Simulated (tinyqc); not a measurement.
A clean chain and dephasing by Buettiker voltage probes: one step of the calculation.

Sites 1 to 6 form a chain with hopping -t. Lead L joins site 1 and lead R site 6, both semi-infinite chains with hopping -t and site energy 0. Every site carries a probe with self-energy -i Gamma_p/2 that draws no net current. Linear response at zero temperature: mu_L = 1, mu_R = 0 in units of the bias.

Task. Probe potentials and effective transmission. No current into probe p: W mu = T_pL with W_pp = T_pL + T_pR + sum_q T_pq and W_pq = -T_pq. Then T_eff = T_RL + sum_p T_pR mu_p, and the resistance is (h/2q^2)/T_eff.

Constants: q = 1.602176634e-19 C, h = 6.62607015e-34 J s. Results are converted to the units shown.

T_RL = 0.20625864

```
probe        T_pL        T_pR
1      0.23788728  0.05466469
2      0.17022745  0.08747254
3      0.14323001  0.09748366
4      0.09748366  0.14323001
5      0.08747254  0.17022745
6      0.05466469  0.23788728
```

T_pq:
```
             1            2            3            4            5            6
1  0.000000000  0.045115351  0.037960225  0.025836076  0.023182832  0.014487773
2  0.045115351  0.000000000  0.060742637  0.041341994  0.037096365  0.023182832
3  0.037960225  0.060742637  0.000000000  0.046073529  0.041341994  0.025836076
4  0.025836076  0.041341994  0.046073529  0.000000000  0.060742637  0.037960225
5  0.023182832  0.037096365  0.041341994  0.060742637  0.000000000  0.045115351
6  0.014487773  0.023182832  0.025836076  0.037960225  0.045115351  0.000000000
```

Find: W; mu_p; T_eff; resistance.

Result.

W:
```
          1         2         3         4         5         6
1   0.43913  -0.04512  -0.03796  -0.02584  -0.02318  -0.01449
2  -0.04512   0.46518  -0.06074  -0.04134  -0.03710  -0.02318
3  -0.03796  -0.06074   0.45267  -0.04607  -0.04134  -0.02584
4  -0.02584  -0.04134  -0.04607   0.45267  -0.06074  -0.03796
5  -0.02318  -0.03710  -0.04134  -0.06074   0.46518  -0.04512
6  -0.01449  -0.02318  -0.02584  -0.03796  -0.04512   0.43913
```

mu_p, probe 1 to 6: 0.70794  0.59357  0.55456  0.44544  0.40643  0.29206
T_eff = 0.55340
resistance = 23.322 kohm

Computed by the program tinyqc: `OMP_NUM_THREADS=1 python tinyqc.py 2700015 2700016 out.jsonl`, one thread of a shared Intel Xeon 2.30GHz, about 0.01 s for the whole run.
